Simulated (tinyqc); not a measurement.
# Changing the exchange current of the suppressed surface i_0

Model: bottom-up copper filling of a trench by curvature-enhanced accelerator coverage. Computed by tinyqc, a small Python program. Command: `OMP_NUM_THREADS=1 python tinyqc.py 3008171 3008172 out.jsonl superfill sweep`. One thread of a shared host (Intel(R) Xeon(R) Processor @ 2.30GHz), about 0.06 s of CPU time with the checks.

A rectangular trench keeps vertical walls and a flat floor. An accelerator floats on the surface; where area is lost in the corners it is passed on to the floor.

Inputs (values chosen for the exercise, close to those used for damascene copper plating): trench width w = 60 nm; aspect ratio h/w = 2.5; exchange current of the accelerated surface i_1 = 3.9 mA/cm^2; transfer coefficient alpha = 0.48; overpotential eta = 0.12 V; starting coverage theta_0 = 0.016; adsorption rate k_a = 0.00011 1/s; cupric ion concentration C = 0.63 mol/l; diffusivity D = 3.6e-06 cm^2/s; boundary layer delta = 48 um; temperature T = 298 K.

Constants: e = 1.602176634e-19 C; N_A = 6.02214076e+23 1/mol; k_B = 8.617333262e-05 eV/K.

Method. Kinetic current i_k = [i_0 (1 - theta) + i_1 theta] exp(alpha eta/(k_B T)), limit i_L = 2 F D C/delta, i = 1/(1/i_k + 1/i_L); velocity v = i Omega/(2F), Omega = 7.11 cm^3/mol, F = e N_A. Depletion inside the trench is ignored. Half width x, floor height y, depth h = aspect ratio x w. dx/dt = -v_s, dy/dt = v_b. d theta_b/dt = k_a (1 - theta_b) + [theta_s v_b + theta_b v_s]/x: the floor takes the accelerator of the wall it covers and keeps its own as it narrows. d theta_s/dt = k_a (1 - theta_s). theta_b is capped at 1. Integrate (tolerance 1e-9) until the walls meet (x = 0.02 w/2) or the floor passes the original mouth y = h. Start: x = w/2, y = 0, theta_b = theta_s = theta_0. Height filled = y/h, opening left = x/(w/2).

One run for each value; columns: (1) exchange current of the suppressed surface i_0 (mA/cm^2); (2) ratio v(1)/v(theta_0); (3) share of the height filled from the floor; (4) opening left, as a share of w:
```
(1)       (2)     (3)       (4)
0.019  34.565  1.0000  0.073133
0.038  28.143  1.0000  0.034295
0.073  20.996  0.8215  0.020000
0.140  14.175  0.5832  0.020000
0.270   8.760  0.4040  0.020000
0.520   5.129  0.2970  0.020000
1.000   2.944  0.2398  0.020000
1.900   1.726  0.2111  0.020000
```

Over the rows, ratio v(1)/v(theta_0) falls from 34.6 to 1.73 (exponent d ln y / d ln x -0.30 between the first rows and -0.83 between the last); share of the height filled from the floor falls from 1.00 to 0.211, flat over part of the range; opening left, as a share of w falls from 0.0731 to 0.0200, flat over part of the range. A stronger suppressor (smaller i_0) raises the contrast, until theta_0 i_1 outweighs i_0.

Caution (all rows): real profiles develop slanted corners, and accelerator is consumed; both are left out.
